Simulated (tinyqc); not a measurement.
From results back to parameters: valence-band offset from core levels. Three cases, with inputs chosen for the exercise.

Problem. At an interface of A and B the binding energy of the core level of B exceeds that of A by dCL. Binding energy of a core level = (EF - Ev) + CL, with one Fermi level for both sides. Find dEv = Ev(A) - Ev(B) and dEc = Eg2 - Eg1 - dEv with the corrected (second) gaps.

Case 1.

Values chosen (out of a larger set: gaps near those of GaN and AlN; not measured data): CL = (91.65, 36.64) eV (depth of a core level below the valence top in bulk A and bulk B); Eg1 = (1.87, 3.49) eV (gap of A: semi-local value, corrected value); Eg2 = (4.29, 6.38) eV (gap of B: semi-local value, corrected value).

dCL = -54.3380 eV

Case 2.

Values chosen (out of a larger set: gaps near those of Si and HfO2; not measured data): CL = (64.41, 62.02) eV (depth of a core level below the valence top in bulk A and bulk B); Eg1 = (0.61, 1.21) eV (gap of A: semi-local value, corrected value); Eg2 = (4.16, 5.79) eV (gap of B: semi-local value, corrected value).

dCL = 0.8540 eV

Case 3.

Values chosen (out of a larger set: gaps near those of Si and GaP; not measured data): CL = (95.06, 72.2) eV (depth of a core level below the valence top in bulk A and bulk B); Eg1 = (0.57, 1.18) eV (gap of A: semi-local value, corrected value); Eg2 = (1.63, 2.44) eV (gap of B: semi-local value, corrected value).

dCL = -22.0059 eV

Find: dEv; dEc.

Solution. dCL = (EF - Ev(B)) + CL_B - (EF - Ev(A)) - CL_A = dEv + CL_B - CL_A; the Fermi level drops out.

Case 1.

dEv = 0.67 eV
dEc = 2.22 eV

Case 2.

dEv = 3.24 eV
dEc = 1.34 eV

Case 3.

dEv = 0.85 eV
dEc = 0.41 eV

Computed by tinyqc, one run a case: `OMP_NUM_THREADS=1 python tinyqc.py N N+1 out.jsonl` with N = 1880463, 1880491, 1880508; one thread of a shared Intel(R) Xeon(R) Processor @ 2.30GHz, about 0.01 s a run at most.
